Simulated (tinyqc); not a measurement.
Junction parameters from two forward currents.

Inverse problem. D(v) = J1 (exp(v/Vt) - 1) + J2 (exp(v/(2 Vt)) - 1). Find J1, J2 and the voltage 2 Vt ln(J2/J1) near which both parts are equal.

Parameters, values chosen for the exercise: temperature T = 330 K.

Constants: q = 1.602176634e-19 C, kB = 1.380649e-23 J/K, Vt = kB T/q. Results are converted to the units shown.

junction voltages (V): [0.34, 0.7]
currents (uA/um): [1.3203989e-6, 0.069258291]

Answer. The current is linear in J1 and J2, so two points give two equations.

J1 = 1.40e-12 uA/um
J2 = 2.80e-9 uA/um
crossover = 0.432 V

tinyqc, about 0.2 s, one thread, Intel Xeon 2.30GHz (shared host): `OMP_NUM_THREADS=1 python tinyqc.py 2182015 2182016 out.jsonl`
